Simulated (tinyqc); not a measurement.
# Random telegraph noise from one oxide trap in a small MOSFET: effects of single changes

An acceptor-like trap exchanges electrons with the channel. Inversion charge Q = Cox u, u = n Vt W0(exp((Vg - VT)/(n Vt))), W0 the Lambert function, n = nf, Cox = eps0 eox/tox; linear regime Id = (W/L) mu Q Vd. Relative to threshold the surface potential rises by Vt ln(u/u0) and the oxide voltage by the rest of Vg - VT, with u0 = n Vt W0(1).

Values chosen for this exercise; values of the order met in silicon transistors:

| symbol | value | unit | meaning |
|---|---|---|---|
| T | 250 | K | temperature |
| eox | 3.9 |  | relative permittivity of the gate insulator (close to silicon dioxide) |
| tox | 1 | nm | insulator thickness |
| xt | 0.25 | nm | depth of the trap from the channel interface |
| E0 | 0.02 | eV | trap level above the channel Fermi level at threshold |
| s0 | 2e-15 | cm^2 | capture prefactor |
| EB | 0.21 | eV | capture barrier (lattice relaxation) |
| lt | 0.13 | nm | tunnelling decay length |
| vth | 1.4e7 | cm/s | thermal velocity |
| zi | 2.4 | nm | thickness of the inversion layer |
| VT | 0.38 | V | threshold voltage |
| nf | 1.37 |  | body factor |
| W | 41 | nm | gate width |
| L | 23 | nm | gate length |
| mu | 200 | cm^2/(V s) | mobility |
| asc | 0 | V s | scattering coefficient of the charged trap |
| Vd | 0.05 | V | drain voltage |
| Vg | 0.39 | V | gate voltage |

Constants: q = 1.602176634e-19 C, kB = 1.380649e-23 J/K, Vt = kB T/q, eps0 = 8.8541878128e-14 F/cm where lengths are in cm. Results are converted to the units shown.

Each table varies one quantity; the others keep the values above.

## Time constants and noise against gate voltage

N = Cox u/q; dpsi = Vt ln(u/u0); E = E0 - dpsi - (xt/tox)(Vg - VT - dpsi); capture time tc = 1/[(N/zi) vth s0 exp(-xt/lt - EB/Vt)]; emission time te = tc exp(-E/Vt); occupancy te/(tc + te). A = W L; threshold step dV = q (1 - xt/tox)/(Cox A); gm/Id = 1/(u + n Vt); relative step dI/I = (gm/Id) dV + asc mu/A. fc = (1/tc + 1/te)/(2 pi); rms = (dI/I) sqrt(tc te)/(tc + te).

Results:

| Vg (V) | E (eV) | tc (s) | te (s) | occupancy | dI/I (%) | fc (Hz) | rms dI/I (%) |
|---|---|---|---|---|---|---|---|
| 0.18 | 0.1703 | 0.001385 | 5.100e-7 | 3.680e-4 | 12.49 | 3.122e5 | 0.2395 |
| 0.3 | 0.07564 | 2.526e-5 | 7.543e-7 | 0.02900 | 11.77 | 2.173e5 | 1.975 |
| 0.36 | 0.03253 | 4.435e-6 | 9.796e-7 | 0.1809 | 9.222 | 1.983e5 | 3.550 |
| 0.42 | -0.001910 | 1.331e-6 | 1.455e-6 | 0.5222 | 5.721 | 2.289e5 | 2.858 |
| 0.48 | -0.02884 | 6.363e-7 | 2.427e-6 | 0.7923 | 3.593 | 3.157e5 | 1.458 |
| 0.54 | -0.05167 | 3.918e-7 | 4.313e-6 | 0.9167 | 2.487 | 4.431e5 | 0.6871 |
| 0.6 | -0.07232 | 2.763e-7 | 7.929e-6 | 0.9663 | 1.863 | 5.961e5 | 0.3360 |
| 0.66 | -0.09167 | 2.111e-7 | 1.487e-5 | 0.9860 | 1.475 | 7.646e5 | 0.1733 |

Estimate the missing row, Vg = 0.24 V.

Computed row:

| Vg (V) | E (eV) | tc (s) | te (s) | occupancy | dI/I (%) | fc (Hz) | rms dI/I (%) |
|---|---|---|---|---|---|---|---|
| 0.24 | 0.1226 | 1.828e-4 | 6.167e-7 | 0.003363 | 12.40 | 2.590e5 | 0.7176 |

With this row back in the table: tc falls from 0.00139 to 2.11e-7 s as the channel fills and te rises from 5.10e-7 to 1.49e-5 s; they are equal at Vg = 0.416 V, where E = 0. The rms noise goes from 0.240 through a maximum of 3.55 (at Vg = 0.36 V among the rows listed) to 0.173 %. The slope -Vt d ln(tc/te)/dVg is 0.795 between the first two rows and 0.322 between the last two; it tends to xt/tox = 0.250 only when the surface potential stops moving.

## Effect of the depth of the trap from the channel interface

Same model as above.

Effect of the depth of the trap from the channel interface:

| xt (nm) | E (eV) | tc (s) | te (s) | occupancy | dI/I (%) | fc (Hz) | rms dI/I (%) |
|---|---|---|---|---|---|---|---|
| 0.05 | 0.01525 | 4.853e-7 | 2.391e-7 | 0.3301 | 9.326 | 9.935e5 | 4.386 |
| 0.15 | 0.01469 | 1.047e-6 | 5.295e-7 | 0.3358 | 8.344 | 4.525e5 | 3.941 |
| 0.25 | 0.01414 | 2.260e-6 | 1.172e-6 | 0.3415 | 7.363 | 2.062e5 | 3.492 |
| 0.35 | 0.01359 | 4.878e-6 | 2.596e-6 | 0.3473 | 6.381 | 9.394e4 | 3.038 |
| 0.45 | 0.01304 | 1.053e-5 | 5.748e-6 | 0.3532 | 5.399 | 4.281e4 | 2.581 |
| 0.55 | 0.01249 | 2.272e-5 | 1.273e-5 | 0.3590 | 4.418 | 1.951e4 | 2.119 |
| 0.65 | 0.01193 | 4.903e-5 | 2.818e-5 | 0.3650 | 3.436 | 8894 | 1.654 |

Read the table: what changes, and by how much?

As xt goes from 0.05 to 0.65, tc rises from 4.85e-7 to 4.90e-5 s, te rises from 2.39e-7 to 2.82e-5 s and dI/I falls from 9.33 to 3.44 %. tc grows a decade every lt ln 10 = 0.299 nm of depth; traps spread evenly in depth therefore give corner frequencies spread evenly on a log scale, whose sum is 1/f noise if the traps contribute equal variances.

Range of the model: VT is taken as given; short-channel effects and the uneven flow of current among few electrons are left out.

Program tinyqc, `OMP_NUM_THREADS=1 python tinyqc.py 2710024 2710025 out.jsonl`; Intel Xeon 2.30GHz, shared host, one thread, about 0.01 s.
